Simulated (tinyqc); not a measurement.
Inversion-layer mobility, back-scattering and ballistic limit of a field-effect transistor: one step, computed by the program tinyqc. Command: `OMP_NUM_THREADS=1 python tinyqc.py 3001346 3001347 out.jsonl mos walk`. One thread of a shared host (Intel(R) Xeon(R) Processor @ 2.30GHz), about 0.01 s of CPU time with the checks.

The charge at the top of the source barrier is fixed by the gate; series resistance and short-channel effects are left out. F_j are Fermi integrals normalised to exp(eta) in the classical limit.

Question. Effective mobility. mu_phonon = mu_ph (E_eff/1 MV/cm)^(-0.3) (T/300 K)^(-1.75); mu_rough = mu_sr (E_eff/1 MV/cm)^(-2); mu_Coulomb = mu_C (N_inv/1e12 cm^-2) (T/300 K); Matthiessen's rule adds 1/mu.

Inputs (values chosen for the exercise, modelled on a silicon p-channel):
```
quantity,value,unit
"phonon mobility at 1 MV/cm and 300 K, mu_ph",100,cm^2/(V s)
"roughness mobility at 1 MV/cm, mu_sr",150,cm^2/(V s)
"Coulomb mobility at N_inv = 1e12/cm^2, mu_C",260,cm^2/(V s)
temperature T,300,K
```

Statistics at the top of the barrier: non-degenerate.

inversion density N_inv = 1.231586e+12 1/cm^2

effective field E_eff = 0.7903269 MV/cm

Give: phonon part; roughness part; Coulomb part; effective mobility mu.

Answer.

phonon part = 107.3 cm^2/(V s)

roughness part = 240.1 cm^2/(V s)

Coulomb part = 320.2 cm^2/(V s)

effective mobility mu = 60.22 cm^2/(V s)

The phonon part is the lowest and holds 56 % of 1/mu.
